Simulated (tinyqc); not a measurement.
Long-channel MOSFET, surface-potential model: one step of the calculation.

n-channel transistor on a uniformly doped p-type body, gradual-channel approximation, constant mobility, Boltzmann statistics, full ionisation. Potentials are counted from the neutral body; V is the electron quasi-Fermi potential, Vsb at the source and Vsb + Vds at the drain. Charges are magnitudes per area.

Question. Surface potential at the source by Newton steps. With V = Vsb: G = psi - Vt + Vt e, e = exp((psi - 2 phiF - Vsb)/Vt); f = Vgs + Vsb - Vfb - psi - gamma sqrt(G); f' = -1 - gamma (1 + e)/(2 sqrt(G)); psi(new) = psi - f/f'.

Inputs (values chosen for the exercise); material values close to those of silicon: temperature T = 300 K; flat-band voltage Vfb = -0.75 V; source-body reverse bias Vsb = 0 V; gate-source voltage Vgs = 1.53 V.

Constants: q = 1.602176634e-19 C, kB = 1.380649e-23 J/K, Vt = kB T/q. Results are converted to the units shown.

psi at the start (the smaller of 2 phiF + Vsb + 4 Vt and the root without inversion charge) = 0.93280600 V
phiF = 0.41469887 V
gamma = 0.35546405 V^0.5

Give: G; f; f'; psi after iteration 1.

Answer.

G = 2.318 V
f = 0.8059 V
f' = -7.490
psi after iteration 1 = 1.040 V

Computed by the program tinyqc: `OMP_NUM_THREADS=1 python tinyqc.py 2360004 2360005 out.jsonl`, one thread of a shared Intel Xeon 2.30GHz, about 0.03 s for the whole run.
